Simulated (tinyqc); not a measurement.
Haynes-Shockley experiment: drift, diffusion and decay of a minority-carrier pulse: one step, computed by the program tinyqc. Command: `OMP_NUM_THREADS=1 python tinyqc.py 3111593 3111594 out.jsonl haynes walk`. One thread of a shared host (Intel(R) Xeon(R) Processor @ 2.30GHz), about 0.01 s of CPU time with the checks.

A thin sheet of excess carriers is made at x = 0, t = 0 in a long uniform bar; injection is low, so the pulse moves with the minority mobility.

Problem. Transport coefficients. D = mu k_B T/e, v = mu F. Transit time d/v, diffusion length sqrt(D tau), drift length v tau, Peclet number v d/D = e F d/(k_B T).

Inputs (values chosen for the exercise, modelled on holes in n-type germanium in a lightly doped bar):
```
quantity                     value         unit
minority mobility mu          1840   cm^2/(V s)
lifetime tau                    81  microsecond
temperature T                  300            K
field F                        5.8         V/cm
distance d to the collector   0.55           cm
```

Constants: k_B = 8.617333262e-05 eV/K.

Give: D; drift velocity v; transit time d/v; diffusion length; drift length v tau; Peclet number.

Solution.

D = 47.57 cm^2/s

drift velocity v = 10672 cm/s

transit time d/v = 51.54 microsecond

diffusion length = 620.7 micrometre

drift length v tau = 0.864432 cm

Peclet number = 123.4

The pulse must travel 0.636 drift lengths.
